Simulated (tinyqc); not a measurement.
Self-heating of a transistor with one or more fingers, with temperature-dependent conductivity: one step, computed by the program tinyqc.

N long parallel fingers lie on the top face of a slab whose bottom is held at T_0; the top is otherwise insulated, and heat flows in two dimensions. P in W/mm is 1000 P in W/m.

Question. Linear temperature rise of each finger. theta_i = (P/(pi kappa_0)) [g_0 + sum over j != i of g(|i - j| s)], with equal powers and constant conductivity; thermal resistance = largest theta/P.

Inputs (values chosen for the exercise, modelled on germanium): conductivity at the base temperature kappa_0 = 61.4 W/(m K); power per gate width P = 0.45 W/mm; fingers N = 5; width of the heat source w = 0.17 micrometre; phonon free path Lambda = 110 nm.

Power: power rises with temperature.

own factor g_0 = 9.564602

g(j s), j = 1..7: [3.391825, 2.699809, 2.296226, 2.011170, 1.791389, 1.613156, 1.463807]

Give: theta of each finger; largest theta; thermal resistance.

Answer.

theta of each finger (K): [46.573, 49.794, 50.735, 49.794, 46.573]

largest theta = 50.735 K

thermal resistance = 112.75 K mm/W

The neighbours supply 56 % of the rise of the hottest finger, which runs 4.2 K above the outer ones. Caution: the source is narrower than two phonon free paths, so the Fourier result understates the rise at the source.
